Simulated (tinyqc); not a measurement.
A ladder of methods, and size consistency: correlation methods against full CI in the sto-3g basis, for BeH2, spin multiplicity 1. Computed by the program tinyqc with PySCF. 

Geometry (angstrom):
```
atom,x,y,z
Be,0.0000,0.0000,0.0000
H,0.0000,1.2840,0.1570
H,0.0000,-1.2840,0.1570
```

RHF energy of one = -15.559467 hartree

All electrons correlated; +Q is the Davidson correction (1 - c0^2) E_corr. The last columns treat two copies 100 angstrom apart as one system. FCI is the lowest singlet.

Correlation energies (hartree):
```
method,E_corr of one,share of FCI (%),E_corr of two at 100 angstrom,two minus twice one (mhartree)
MP2,-0.022509,66.9195,-0.045019,0.0000
CISD,-0.032938,97.9226,-0.064346,1.5289
CISD+Q,-0.033741,100.3111,-0.067258,0.2239
CCSD,-0.033266,98.8999,-0.066533,0.0000
CCSD(T),-0.033466,99.4942,-0.066932,0.0000
FCI,-0.033636,100.0000,-,-
```

MP2 recovers 67 %, CISD 97.9 % and CCSD 98.9 % of the FCI value (c0^2 = 0.976 in CISD). MP2 and coupled cluster are size consistent, so their last column vanishes; CISD loses 1.53 mhartree, since a double excitation on each copy is a quadruple of the pair, and the Davidson correction leaves +0.22.
